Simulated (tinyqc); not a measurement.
Solubility, supersaturation, precipitation and gettering of an impurity in a silicon-like host: one step, computed by the program tinyqc. Command: `OMP_NUM_THREADS=1 python tinyqc.py 3025841 3025842 out.jsonl ripen walk`. One thread of a shared host (Intel(R) Xeon(R) Processor @ 2.30GHz), about 0.01 s of CPU time with the checks.

The wafer was saturated at T1 and is then held at T.

Problem. Growing precipitates. Growing sinks: with y = r/r_f and y0 = r0/r_f, dy/dt = (1 - y^3)/(3 tau_f y), which integrates to t/tau_f = F(y) - F(y0), F(y) = (1/2) ln[(1 + y + y^2)/(1 - y)^2] - sqrt(3) arctan[(2y + 1)/sqrt(3)]; the share of the excess left is (1 - y^3)/(1 - y0^3), and C(t) = C_eq + (C0 - C_eq) x share.

Inputs (values chosen for the exercise, for a model impurity):
```
quantity                      value  unit
temperature of saturation T1   1425     K
anneal temperature T           1119     K
initial sink radius r0           23    nm
anneal time t                  2000     s
```

final radius r_f = 37.57867 nm

tau_f = 1178.276 s

C_eq(T) = 2.062059e+15 1/cm^3

C0 = 1.418603e+17 1/cm^3

Give: radius at t; share of the excess left; C(t) with growing sinks.

Solution.

radius at t = 34.99 nm

share of the excess left = 0.2498

C(t) with growing sinks = 3.699e+16 1/cm^3

75.0 % of the excess has precipitated. Caution: the barrier to homogeneous nucleation is below 35 k_B T for these inputs, so new precipitates would form and outnumber the fixed sinks assumed here.
